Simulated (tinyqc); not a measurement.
Hydrogen passivation of interface dangling bonds: competing passivation and dissociation with distributed barriers: one step, computed by the program tinyqc.

P_b + H2 gives P_bH + H at the rate k_f [H2]; P_bH gives P_b + H at the rate k_d. All defects start unpassivated. E_f and E_d are Gaussian and independent.

Question. Distributed barriers. [H2] = solubility factor x p; a = k_f0 [H2] exp(-E_f/(k_B T)), d = k_d0 exp(-E_d/(k_B T)). For one pair of barriers the active share is y = [d + a exp(-(a + d) t)]/(a + d). Temperatures in kelvin are T(C) + 273.15. Average y over both Gaussians with 40 x 40 Gauss-Hermite points. Active density N0 y; threshold shift if each active defect holds one charge, e N0 y t_ox/(3.9 eps_0).

Inputs (values chosen for the exercise, close to those used for P_b centres at the silicon-oxide interface):
```
quantity                                      value          unit
defect density N0                           3.2e+12        1/cm^2
passivation prefactor k_f0                    2e-07        cm^3/s
mean passivation barrier E_f                   1.59            eV
spread sigma_f                                 0.12            eV
dissociation prefactor k_d0                 1.8e+13           1/s
mean dissociation barrier E_d                  2.89            eV
spread sigma_d                                0.081            eV
H2 in the oxide per atm, solubility factor  4.1e+17  1/(cm^3 atm)
hydrogen pressure p                            0.03           atm
anneal temperature T                            300             C
anneal time t                                   260             s
oxide thickness                                 1.8            nm
```

Constants: k_B = 8.617333262e-05 eV/K; e = 1.602176634e-19 C; eps_0 = 8.8541878128e-12 F/m.

Give: active share y; active density; threshold shift.

Answer.

active share y = 0.9443

active density = 3.022e+12 1/cm^2

threshold shift = 252.4 mV
